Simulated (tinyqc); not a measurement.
Inside a calculation. Model: finite-difference solution of the diffusion equation on a small grid. Computed by tinyqc, a small Python program that keeps every step. Command: `OMP_NUM_THREADS=1 python tinyqc.py 3017340 3017341 out.jsonl fdiff walk`. One thread of a shared host (Intel(R) Xeon(R) Processor @ 2.30GHz), about 0.01 s of CPU time with the checks. Intermediate numbers are printed to about 6 digits and carried at full precision; extremes and crossings named in words are read from the listed rows.

dC/dt = D d2C/dx2 on nodes x_j = j dx, j = 0..11; the far end is sealed.

Inputs (values chosen for the exercise):
```
quantity           value              unit
diffusivity D          7            nm^2/s
grid spacing dx       25                nm
time step dt         530                 s
final time t_f      4240                 s
surface value C_s     28  % of a reference
```

Boundary at x = 0: fixed surface value. Scheme: implicit.

start values C_j, j = 0, 1, ... (% of a reference): 0  0  0  0  0  0  0  0  0  0  0  0

## Mesh ratio and operator

The operator M acts as (M C)_j = C_(j-1) - 2 C_j + C_(j+1); at the sealed far end a mirror node gives 2 C_(N-2) - 2 C_(N-1); at j = 0, C_0 is held at C_s from the start (row of zeros). r = D dt/dx^2.

mesh ratio r = 5.936

operator M:
```
    0   1   2   3   4   5   6   7
0   0   0   0   0   0   0   0   0
1   1  -2   1   0   0   0   0   0
2   0   1  -2   1   0   0   0   0
3   0   0   1  -2   1   0   0   0
4   0   0   0   1  -2   1   0   0
5   0   0   0   0   1  -2   1   0
6   0   0   0   0   0   1  -2   1
7   0   0   0   0   0   0   1  -2
8   0   0   0   0   0   0   0   1
9   0   0   0   0   0   0   0   0
10  0   0   0   0   0   0   0   0
11  0   0   0   0   0   0   0   0

     8   9  10  11
0    0   0   0   0
1    0   0   0   0
2    0   0   0   0
3    0   0   0   0
4    0   0   0   0
5    0   0   0   0
6    0   0   0   0
7    1   0   0   0
8   -2   1   0   0
9    1  -2   1   0
10   0   1  -2   1
11   0   0   2  -2
```

## Amplification factors

The mode of M with eigenvalue mu has its amplitude multiplied per step by g = (1 + (1 - theta) r mu)/(1 - theta r mu), with theta = 0 explicit, 1 implicit, 1/2 Crank-Nicolson; the explicit scheme is stable for r up to 2/|mu_min|.

eigenvalues mu of M: -3.97964  -3.81926  -3.51150  -3.08128  -2.56347  -2.00000  -1.43653  -0.91872  -0.48850  -0.18074  -0.02036  0.00000

factors g: 0.04061  0.04225  0.04578  0.05184  0.06166  0.07769  0.10496  0.15495  0.25643  0.48243  0.89219  1.00000

largest stable r of the explicit scheme = 0.502558

The smallest factor is 0.041: no mode changes sign, and all decay but one with mu = 0 where there is such a mode.

## Time step 1

C at the start (%): 28  0  0  0  0  0  0  0  0  0  0  0

With r = D dt/dx^2: (1 - theta r M) C(new) = (1 + (1 - theta) r M) C(old); theta = 0 explicit, 1 implicit, 1/2 Crank-Nicolson.

C after step 1 (%): 28.0000  18.6296  12.3975  8.2540  5.5010  3.6747  2.4675  1.6760  1.1668  0.8542  0.6855  0.6322

## Time step 2

The formulas are those given above.

C after step 2 (%): 28.0000  22.3858  17.4043  13.2663  9.9727  7.4325  5.5252  4.1331  3.1549  2.5116  2.1476  2.0299

## All steps

The run takes n = round(t_f/dt) steps of length t_f/n. The dose is the trapezoidal sum of C dx; the error is the largest difference from exp(M D t/dx^2) C(0), the exact time evolution on the same grid.

Course of the run:
```
step  t (s)      C_1      C_6  dose (% nm)  largest error
1       530  18.6296   2.4675      1740.57        3.30191
2      1060  22.3858   5.5252      2573.73        1.79232
3      1590  23.7616   8.2938      3202.71        1.12728
4      2120  24.5053  10.6421      3721.32        0.80009
5      2650  25.0044  12.6365      4165.87        0.64561
6      3180  25.3828  14.3562      4554.26        0.61687
7      3710  25.6909  15.8587      4896.92        0.67608
8      4240  25.9522  17.1832      5200.81        0.72035
```

C at the end (%): 28.0000  25.9522  23.9484  22.0314  20.2411  18.6143  17.1832  15.9751  15.0126  14.3129  13.8883  13.7459

largest error at t_f = 0.720346 %

final dose = 5200.81 % nm

final C_6 = 17.1832 %

The time-step error at the end is 0.72 on a scale of 28.0. The dose grows as material enters from the surface.

## The three schemes as the step is halved

Each run reaches t_f in n equal steps; errors are the largest difference from exp(M D t_f/dx^2) C(0). A dash marks unstable explicit runs.

Largest error at t_f (%):
```
steps n        r   explicit  implicit  Crank-Nicolson
4        11.8720          -   1.32212     6.13590e+00
8         5.9360          -   0.72035     8.62416e-01
16        2.9680          -   0.37552     6.14064e-03
32        1.4840          -   0.19151     8.84210e-04
64        0.7420          -   0.09667     2.20724e-04
128       0.3710  0.0490030   0.04856     5.51620e-05
256       0.1855  0.0244467   0.02434     1.37893e-05
```

From the last two rows, halving the step divides the error by 2.00 (explicit), 2.00 (implicit), 4.00 (Crank-Nicolson): a factor 2 marks first order in dt and 4 second order. The explicit scheme needs n of at least 95 to be stable; the other two are stable at any step.

Checks made by the program: matrix exponential against 4096 Crank-Nicolson steps (relative difference 2e-09).
